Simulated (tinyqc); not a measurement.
Worked calculation: trap in a gate oxide as a short-range spherical well. Values are carried at full precision from step to step, so a last printed digit may differ when a step is redone from the rounded ones.

A spherical well of radius R and depth V0 below the conduction edge, one mass m, c = hbar^2/2m0. The s level at binding Et solves k cot(k R) = -kappa with k = sqrt(m (V0 - Et)/c), kappa = sqrt(m Et/c); it exists for V0 > Vc = c (pi/2R)^2/m. Outside, psi falls as exp(-kappa r)/r.

Constants: hbar^2/2m0 = 3.80998211 eV angstrom^2; fine-structure constant alpha = 0.007297352564; hc = 1239.841984 eV nm; kB = 8.617333262e-05 eV/K.

Inputs chosen for the exercise (near those of Al2O3 on GaAs; shifted at random, so the results belong to these values and not to a real crystal): R = 3.6 angstrom (radius of the well); V0 = 4.8 eV (depth of the well); m = 0.309 m0 (mass); n_r = 1.67 (refractive index); dEc = 1.86 eV (conduction offset to the channel); Fox = 4.3 MV/cm (oxide field, lowering levels away from the channel); t0 = 0.63 x 1e-11 s (time constant at the interface); T = 200 K (temperature); EF = -0.08 eV (Fermi level above the channel edge); x = 6 angstrom (depth of the trap).

## The bound level

Solve for Et; the share outside is [sin^2(kR)/(2 kappa)]/[sin^2(kR)/(2 kappa) + R/2 - sin(2kR)/(4k)].

Et = 0.9115 eV
k = 0.5616 1/angstrom
kappa = 0.2719 1/angstrom
share outside = 0.409
Vc = 2.347 eV

The well is 2.04 times the critical depth. Since dEt/dV0 equals the share inside, 0.59, a 1 % change of V0 moves Et by 3.1 %. The decay length is 3.7 angstrom, 1.0 times R.

## Peak of the photo-ionisation cross-section

Lucovsky model (delta well, plane-wave final states, no local-field factor): sigma = (32 pi alpha c/(3 n_r m Et)) (x - 1)^(3/2)/x^3, x = h nu/Et, c = hbar^2/2m0; 1 angstrom^2 = 1e-16 cm^2.

The maximum lies at x = 2. Give the photon energy, its wavelength and sigma there.

h nu = 1.823 eV
wavelength = 680 nm
sigma = 24.8 x 1e-18 cm^2

With 41 % of the state outside the well the delta-well form is only a rough model of this centre.

## Level, tunnelling time and occupation

Energies from the conduction edge of the channel. The trap level at depth x is E_T = dEc - Et - e Fox x (1 MV/cm = 0.01 eV/angstrom). An electron at the channel edge tunnels with the WKB exponent S = (4/3) sqrt(m/c) [dEc^(3/2) - (dEc - e Fox x)^(3/2)]/(e Fox), c = hbar^2/2m0; tau = t0 exp(S); the occupation is f = 1/(1 + exp((E_T - EF)/kB T)), tau_c = tau/f and tau_e = tau/(1 - f). Lattice relaxation is left out; a level below the channel edge needs phonons as well, so tau is then a lower bound, while a level above it can also empty elastically at its own energy, through a thinner barrier, faster than this tau.

Give E_T, S, tau and ln(tau_c/tau_e) = (E_T - EF)/kB T.

E_T = 0.691 eV
S = 4.495
tau = 5.64e-10 s
ln(tau_c/tau_e) = 44.7

The level lies 45 kB T above EF, so the trap is mostly empty. A flat barrier would give S = 2 sqrt(m dEc/c) x = 4.66.

## Checks

- Et from the radial equation on a grid against the matching condition, eV: both 0.91.

Computed by tinyqc, a small Python program: `OMP_NUM_THREADS=1 python tinyqc.py 1280703 1280704 out.jsonl` (the numbers bound the seed that draws the inputs); one thread of a shared host (Intel(R) Xeon(R) Processor @ 2.30GHz), about 0.01 s for the whole set of steps.
